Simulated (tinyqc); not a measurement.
# Surface potential of a MOS transistor: implicit equation and explicit approximations: effects of single changes

p-type body, charge-sheet picture, depletion and inversion only, full ionisation (an idealisation for deep acceptors), Boltzmann statistics (rough once Na exp(x - xn) passes about Nc/7). In units of Vt: xg = (Vg - Vfb)/Vt, x = psi/Vt, G = gamma/sqrt(Vt), xn = (2 phiF + Vc)/Vt. The implicit equation is (xg - x)^2 = G^2 [x - 1 + exp(x - xn)] for x above about 3. Cox = eps0 eox/tox.

Inputs (values chosen for the exercise); band and dielectric values close to those of 4H silicon carbide: temperature T = 300 K; band gap Eg = 3.3 eV; relative permittivity eps_r = 9.68; conduction-band density of states at T Nc = 1.71e19 cm^-3; valence-band density of states at T Nv = 2.46e19 cm^-3; relative permittivity of the gate insulator (close to hafnium oxide) eox = 22.5; insulator thickness tox = 42 nm; acceptor density Na = 2e17 cm^-3; flat-band voltage Vfb = -0.57 V; channel-body voltage Vc = 0.5 V; gate-body voltage Vg = 4.12 V.

Constants: q = 1.602176634e-19 C, kB = 1.380649e-23 J/K, Vt = kB T/q, eps0 = 8.8541878128e-14 F/cm where lengths are in cm. Results are converted to the units shown.

Each table varies one quantity; the others keep the values above.

## Accuracy of the approximations against gate voltage

ni = sqrt(Nc Nv) exp(-Eg/(2 Vt)), Eg in volts; phiF = Vt ln(Na/ni); gamma = sqrt(2 q eps0 eps_r Na)/Cox; VT = Vfb + Vt (xn + G sqrt(xn - 1)). Depletion value a = 1 + [sqrt(G^2/4 + xg - 1) - G/2]^2; inversion value b = xn + ln[(xg - xn)^2/G^2 - xn + 1] and first guess y = min(a, b) - ln(1 + exp(-|a - b|)) if a > xn + 1, else b = y = a; one second-order correction with D = exp(y - xn), p = 2 (xg - y) + G^2 (1 + D), w = (xg - y)^2 - G^2 (y - 1 + D): z = y + 2 w/(p + sqrt(p^2 - 2 (2 - G^2 D) w)), or the Newton step z = y + w/p where the root is not real. N_inv = (Cox Vt G/q) [sqrt(x - 1 + exp(x - xn)) - sqrt(x - 1)] at the root. Lambert form (Cox m Vt/q) W0[(G/(2 m sqrt(xn - 1))) exp((Vg - VT)/(m Vt))], m = 1 + G/(2 sqrt(xn - 1)). Errors under 1e-4 mV, and the linear form below VT, are printed as 0.

Results:
```
Vg (V)	psi (V)	x - xn	error of y (mV)	error of z (mV)	N_inv (cm^-2)	Cox (Vg - VT)/q (cm^-2)	Lambert form (cm^-2)
3.52	3.209	-13.62	0	0	1.290e4	0	1.175e4
3.72	3.384	-6.812	3.38e-3	0	1.135e7	0	1.095e7
3.92	3.558	-0.09043	2.74	-5.31e-4	9.175e9	1.344e9	9.186e9
4.32	3.677	4.519	11.5	-0.554	7.946e11	1.186e12	8.060e11
4.52	3.693	5.120	8.65	-0.208	1.335e12	1.778e12	1.353e12
4.72	3.704	5.546	7.09	-0.109	1.890e12	2.370e12	1.915e12
4.92	3.713	5.880	6.09	-0.0668	2.453e12	2.962e12	2.485e12
5.12	3.720	6.157	5.39	-0.0454	3.021e12	3.554e12	3.059e12
```

Estimate the missing row, Vg = 4.12 V.

Computed row:
```
Vg (V)	psi (V)	x - xn	error of y (mV)	error of z (mV)	N_inv (cm^-2)	Cox (Vg - VT)/q (cm^-2)	Lambert form (cm^-2)
4.12	3.650	3.444	17.3	-2.52	2.954e11	5.935e11	2.996e11
```

With this row back in the table: psi rises from 3.21 to 3.72 V and ends 6.2 Vt above 2 phiF + Vc. Among the rows the first guess is off by at most 17 mV (at Vg = 4.12 V) and the corrected value by at most 2.5 mV. In the last row the linear form is 18 % above N_inv and the Lambert form 1.2 % above it; in the first row the Lambert form is 9.0 % below it. For Vg = 4.12, 4.32, 4.52, 4.72, 4.92, 5.12 the electron quasi-Fermi level lies less than 2 Vt below the band edge at the surface, or above it, where degeneracy and confinement, left out, matter.

## Effect of the channel-body voltage at fixed gate voltage

Same model as above.

Effect of the channel-body voltage at fixed gate voltage:
```
Vc (V)	psi (V)	x - xn	error of y (mV)	error of z (mV)	N_inv (cm^-2)	Cox (Vg - VT)/q (cm^-2)	Lambert form (cm^-2)
0	3.201	5.431	7.32	-0.121	1.802e12	2.276e12	1.828e12
0.2	3.388	4.931	9.32	-0.266	1.172e12	1.601e12	1.189e12
0.4	3.568	4.137	13.7	-1.03	5.702e11	9.287e11	5.785e11
0.6	3.715	2.088	9.25	-0.127	7.834e10	2.588e11	7.917e10
0.8	3.738	-4.742	0.0256	0	8.555e7	0	8.381e7
1	3.738	-12.48	0	0	3.740e4	0	3.486e4
1.2	3.738	-20.21	0	0	16.33	0	14.24
```

What does the table show?

As Vc goes from 0 to 1.2, psi rises from 3.20 to 3.74 V, x - xn falls from 5.43 to -20.2 and N_inv falls from 1.80e12 to 16.3 cm^-2. The Lambert form lies between 0.872 and 1.01 times N_inv. psi follows Vc only while the surface is inverted; once x falls below xn it settles at the depletion value. For Vc = 0, 0.2, 0.4 the electron quasi-Fermi level lies less than 2 Vt below the band edge at the surface, or above it, where degeneracy and confinement, left out, matter.

Computed by the program tinyqc: `OMP_NUM_THREADS=1 python tinyqc.py 2122243 2122244 out.jsonl`, one thread of a shared Intel Xeon 2.30GHz, about 0.01 s for the whole run.
